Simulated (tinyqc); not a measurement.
Hot electrons in a saturated n-channel MOSFET, lucky-electron model: course of the iteration: body bias from the substrate current.

Beyond pinch-off the lateral field grows as Esat cosh(y/l) over the velocity-saturated region (pseudo-two-dimensional model). Impact ionisation in this region gives the substrate current, which biases the body forward through Rsub. Currents are per width. Local-field laws: they overstate ionisation when the field peak is narrower than an energy relaxation length.

Cox = 3.9 eps0/tox. Overdrive g = Vg - VT + kb Vb; Vdsat = g Esat L/(g + Esat L); Id = Cox vs (g - Vdsat); dV = Vd - Id Rd - Vdsat; Em = sqrt((dV/l)^2 + Esat^2); Isub = Id (Ai/Bi) l Em exp(-Bi/Em). Vb(new) = Rsub Isub.

Stop when Vb changes by less than 1e-9 V, or after 60 iterations.

Values chosen for this exercise; values close to those of silicon n-channel devices: channel length L = 0.35 um; oxide thickness tox = 8.9 nm; threshold VT = 0.74 V; saturation velocity vs = 7.9e6 cm/s; ionisation prefactor Ai = 2e6 1/cm; ionisation field Bi = 1.65 MV/cm; resistance of the lightly doped drain Rd = 200 ohm um; substrate resistance Rsub = 28000 ohm um; fall of VT per volt of forward body bias kb = 0.25; drain voltage Vd = 2.6 V; gate voltage Vg = 1.5 V.

Constants: eps0 = 8.8541878128e-14 F/cm where lengths are in cm. Results are converted to the units shown.

Vb at the start = 0 V
l = 54.1941 nm
Esat = 0.0427027 MV/cm

Course of the iteration:
```
iteration     Vb (V)  |change| (V)
1          0.0778698        0.0779
2          0.0793621       1.49e-3
3          0.0793902       2.81e-5
4          0.0793907       5.28e-7
5          0.0793907       9.93e-9
6          0.0793907      1.87e-10
```

Did this iteration meet its convergence test, and what does its course show?

Yes. Converged in 6 iterations. At the end each change is about 0.019 times the one before: linear convergence.

Program tinyqc, `OMP_NUM_THREADS=1 python tinyqc.py 2550137 2550138 out.jsonl`; Intel Xeon 2.30GHz, shared host, one thread, about 0.01 s.
